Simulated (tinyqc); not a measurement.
Inside a calculation. Model: strain, valley repopulation and piezoresistance in a many-valley conduction band. Computed by tinyqc, a small Python program that keeps every step. Command: `OMP_NUM_THREADS=1 python tinyqc.py 3020763 3020764 out.jsonl valleys walk`. One thread of a shared host (Intel(R) Xeon(R) Processor @ 2.30GHz), about 0.03 s of CPU time with the checks. Intermediate numbers are printed to about 5 digits and carried at full precision; extremes and crossings named in words are read from the listed rows.

Valleys are ellipsoids with mass m_l along the axis a and m_t across it, parabolic, with one constant relaxation time; strain shifts the valleys and leaves the masses alone. Currents are taken along [100], in the plane, and along [001], across the plane.

Inputs (values chosen for the exercise, modelled on silicon):
```
quantity                               value    unit
longitudinal mass m_l                  0.907     m_0
transverse mass m_t                    0.192     m_0
shear deformation potential Xi_u        9.05      eV
dilation deformation potential Xi_d      1.1      eV
C11                                      166     GPa
C12                                     64.4     GPa
C44                                     79.3     GPa
stress X (tension positive)             -660     MPa
electron density n                   2.4e+18  1/cm^3
relaxation time tau                       55      fs
temperature T                            250       K
```

Valley axes: <100> (6 valleys in 3 pairs). Load: biaxial in the (001) plane.

Constants: k_B = 8.617333262e-05 eV/K; m_0 = 9.1093837015e-31 kg; k_B = 1.380649e-23 J/K; hbar = 1.054571817e-34 J s; e = 1.602176634e-19 C.

## Strain

Compliances S11 = (C11 + C12)/((C11 - C12)(C11 + 2 C12)), S12 = -C12/((C11 - C12)(C11 + 2 C12)), S44 = 1/C44; stress sigma_xx = sigma_yy = X, all else 0; e_xx = S11 sigma_xx + S12 (sigma_yy + sigma_zz), e_xy = S44 sigma_xy/2 (tensor strain).

strain tensor (%):
```
          x         y        z
x  -0.36579   0.00000  0.00000
y   0.00000  -0.36579  0.00000
z   0.00000   0.00000  0.28382
```

## Valley shifts

Herring-Vogt shift of a valley with unit axis a: dE = Xi_d tr(e) + Xi_u a.e.a.

shifts dE (meV): x -38.029, y -38.029, z 20.760

splitting (highest minus lowest) = 58.789 meV

Lowest: x, y; the splitting is 2.73 k_B T.

## Populations

Each of the 6 valleys holds n_v = N_v (2/sqrt(pi)) F_1/2((E_F - dE_v)/(k_B T)), N_v = 2 (m_d k_B T/(2 pi hbar^2))^(3/2), m_d = (m_l m_t^2)^(1/3); E_F solves sum n_v = n and is counted from the unstrained edge. F_j(eta) = int_0^infinity x^j/(1 + exp(x - eta)) dx, without a gamma-function factor. It is evaluated after integrating by parts. Integrals over x = E/(k_B T) use 160 Gauss-Legendre points in u = sqrt(x) from 0 to sqrt(max(eta, 0) + 32).

Fermi level E_F = -75.433 meV

share of the electrons (per pair): x 0.48334, y 0.48334, z 0.03333

## Mobility tensor and resistance change

Mobility tensor mu = e tau sum_v (n_v/n) [1/m_t + (1/m_l - 1/m_t) a a^T]; unstrained mu_0 = e tau (1/m_l + 2/m_t)/3; resistivity along d from the inverse tensor, rho_d = d.mu^-1.d/(n e), mobility along d = 1/(d.mu^-1.d); gauge pi_d = (rho_d/rho_0 - 1)/X.

mobility tensor (cm^2/(V s)):
```
        x       y       z
x  311.86    0.00    0.00
y    0.00  311.86    0.00
z    0.00    0.00  490.59
```

unstrained mobility mu_0 = 371.44 cm^2/(V s)

mobility along the first direction = 311.86 cm^2/(V s)

mobility along the second direction = 490.59 cm^2/(V s)

resistance change along the first direction = 19.104 %

resistance change along the second direction = -24.288 %

The mobility lies between e tau/m_l = 107 and e tau/m_t = 504; the trace stays at 3 mu_0. Along the first direction the filled valleys present more of their heavy mass.

## Linear piezoresistance coefficients

With eta_0 the reduced Fermi level without strain, r = F_-1/2(eta_0)/(2 F_1/2(eta_0)) (1 for a classical gas) and c = r (Xi_u/k_B T) (m_l - m_t)/(2 m_l + m_t): pi11 = -(2/3) c (S11 - S12), pi12 = -pi11/2, pi44 = 0, with S11 - S12 = 1/(C11 - C12).

eta_0 = -2.1259

degeneracy factor r = 0.96118

pi11 = -94.435 1e-11/Pa

pi12 = 47.217 1e-11/Pa

pi44 = 0 1e-11/Pa

The gas is classical, so the coefficients follow 1/T.

## Full result against the linear law

Linear theory: pi = pi11 + pi12 in the plane and 2 pi12 across it.

Resistance changes (%); at 2000 MPa the strain is near or above 1 %, where band warping, left out here, matters:
```
X (MPa)  splitting (meV)  largest share  first direction   linear  second direction   linear
-2000             178.15        0.49993           21.676   94.435            -26.27  -188.87
-1000              89.07        0.49579           21.023   47.217            -25.78   -94.43
-400               35.63        0.45456           14.893   18.887            -20.59   -37.77
-150               13.36        0.39224            6.722    7.083            -11.19   -14.17
-50                 4.45        0.35466            2.334    2.361             -4.36    -4.72
50                  4.45        0.37879           -2.373   -2.361              5.11     4.72
150                13.36        0.47533           -7.056   -7.083             17.90    14.17
400                35.63        0.70939          -16.740  -18.887             67.26    37.77
1000               89.07        0.96534          -25.256  -47.217            208.45    94.43
2000              178.15        0.99942          -26.260  -94.435            247.52   188.87
```

Along the first direction the linear law holds within 10 % for 4 of the 10 stresses, at -150, -50.0, 50.0, 150 MPa. At the largest compression the full change is +21.7 % against the linear +94.4 %, at the largest tension -26.3 % against -94.4 %: once the splitting is comparable with k_B T (or E_F) the populations no longer follow it linearly, and the change must saturate when the upper valleys are empty.

Checks made by the program: trace of the tensor against 3 mu_0 (relative difference below 1e-10); linear coefficients against the full calculation at 0.01 MPa (relative difference 1e-05).
